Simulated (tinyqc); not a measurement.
Inductance and parasitic capacitance from two readings.

Question. A loss-free coil L in parallel with C shows the apparent inductance L/(1 - w^2 L C), w = 2 pi f. Find L, C and the self-resonance 1/(2 pi sqrt(L C)).

apparent inductance at 3.9 and 7.1 GHz (nH): [6.3998345, 12.313229]

Solution. The inverse of the reading is 1/L - w^2 C, a straight line in w^2.

L = 5.30 nH
C = 54.0 fF
self-resonance = 9.41 GHz

tinyqc, about 0.01 s, one thread, Intel Xeon 2.30GHz (shared host): `OMP_NUM_THREADS=1 python tinyqc.py 2302045 2302046 out.jsonl`
